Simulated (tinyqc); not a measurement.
# Resistance of a tapered via with liner, size effect and interface: several studies

A round via whose diameter grows from db at the bottom as D(z) = db + 2 z/tan(ang). The fill, of diameter D - 2 tl, starts above the bottom liner (thickness fb tl) and has rho = rho0 (1 + ks lam/(D - 2 tl)); the sidewall liner conducts in parallel with it. The bottom liner and the interface are crossed over the full area pi db^2/4. Spreading in the lines above and below is left out.

Inputs (values chosen for the exercise); fill metal close to copper: diameter at the bottom db = 11 nm; height hv = 26 nm; sidewall angle ang = 86 degrees; bulk resistivity of the fill rho0 = 1.63 uohm cm; mean free path of the fill lam = 40.4 nm; size-effect factor ks = 1.2; liner on the sidewall tl = 1.6 nm; liner at the bottom over that on the sidewall fb = 0.7; resistivity of the liner rl = 240 uohm cm; interface resistivity at the bottom ri = 2.1e-12 ohm cm^2; ballistic conductance per area, about 3/(4 rho0 lam) Sb = 1.1e15 S/m^2; bulk resistivity of the second fill (close to tungsten) rho2 = 5.41 uohm cm; its mean free path lam2 = 16 nm; its liner tl2 = 2.7 nm.

Each table varies one quantity; the others keep the values above.

## Via resistance against the diameter at the bottom

Slices between z0 = fb tl and hv, evaluated at their midpoints: conductance per length pi/4 [(D - 2 tl)^2/rho + (D^2 - (D - 2 tl)^2)/rl], slice resistance = slice height over that. 2000 slices. R_fill = sum of the slices; R_bottom = rl fb tl/(pi db^2/4); R_interface = ri/(pi db^2/4); ballistic (Sharvin) limit 1/(Sb pi (db - 2 tl)^2/4); ideal cylinder rho0 hv/(pi db^2/4).

Results:
```
db (nm)	R_fill (ohm)	R_bottom (ohm)	R_interface (ohm)	R (ohm)	ballistic limit (ohm)	R over ideal cylinder	largest part
6	288.8	95.07	7.427	391.3	147.6	26.11	fill
8.3	87.87	49.68	3.881	141.4	44.50	18.06	fill
11	33.83	28.28	2.210	64.32	19.03	14.42	fill
22	4.047	7.071	0.5524	11.67	3.275	10.47	bottom liner
30	1.689	3.803	0.2971	5.789	1.612	9.656	bottom liner
42	0.6834	1.940	0.1516	2.775	0.7689	9.072	bottom liner
58	0.2980	1.017	0.07948	1.395	0.3854	8.696	bottom liner
80	0.1347	0.5348	0.04178	0.7112	0.1962	8.436	bottom liner
```

Estimate the missing row, db = 16 nm.

Computed row:
```
db (nm)	R_fill (ohm)	R_bottom (ohm)	R_interface (ohm)	R (ohm)	ballistic limit (ohm)	R over ideal cylinder	largest part
16	10.38	13.37	1.044	24.80	7.065	11.76	bottom liner
```

With this row back in the table: R falls from 391 to 0.711 ohm. The fill is the largest part at db = 6, the bottom liner from 16 on. R goes as db^(-3.14) between the first two rows and db^(-2.09) between the last two; area alone gives -2. In every row the ballistic limit exceeds half of R_fill, so the diffusive model understates R.

## Via resistance against the interface resistivity at the bottom

Same model as above.

2000 slices.

The same in every row: R_fill (ohm) = 33.83; R_bottom (ohm) = 28.28; ballistic limit (ohm) = 19.03.

Via resistance against the interface resistivity at the bottom:
```
ri (ohm cm^2)	R_interface (ohm)	R (ohm)	R over ideal cylinder	largest part
2e-13	0.2105	62.32	13.98	fill
5e-13	0.5261	62.64	14.05	fill
1e-12	1.052	63.16	14.16	fill
2e-12	2.105	64.22	14.40	fill
6e-12	6.314	68.43	15.34	fill
1e-11	10.52	72.63	16.29	fill
3e-11	31.57	93.68	21.01	fill
```

What does the table show?

R rises from 62.3 to 93.7 ohm. The fill is the largest part at ri = 2e-13 and in all other rows. The share of the two bottom terms goes from 45.7 to 63.9 %. In every row the ballistic limit exceeds half of R_fill, so the diffusive model understates R.

## Two fill metals against the diameter

2000 slices. R_fill = sum of the slices; R_bottom = rl fb tl/(pi db^2/4); R_interface = ri/(pi db^2/4). The second fill has rho2, lam2 and tl2 in place of rho0, lam and tl.

Result of one run:
```
db (nm)	R, first fill (ohm)	R, second fill (ohm)	ratio second/first
17	21.41	42.17	1.969
```

What becomes of these results when the diameter at the bottom db is changed from 17 to 12 nm, all else the same?

Result of the changed run:
```
db (nm)	R, first fill (ohm)	R, second fill (ohm)	ratio second/first
12	51.13	111.5	2.180
```

The whole series:
```
db (nm)	R, first fill (ohm)	R, second fill (ohm)	ratio second/first
8.5	131.9	343.4	2.603
12	51.13	111.5	2.180
17	21.41	42.17	1.969
24	9.560	17.98	1.880
35	4.122	7.591	1.842
49	1.995	3.648	1.829
70	0.9396	1.714	1.825
100	0.4480	0.8173	1.824
```

The ratio goes from 2.60 to 1.82. The first fill gives the lower R in every row.

tinyqc, about 0.01 s, one thread, Intel Xeon 2.30GHz (shared host): `OMP_NUM_THREADS=1 python tinyqc.py 2750197 2750198 out.jsonl`
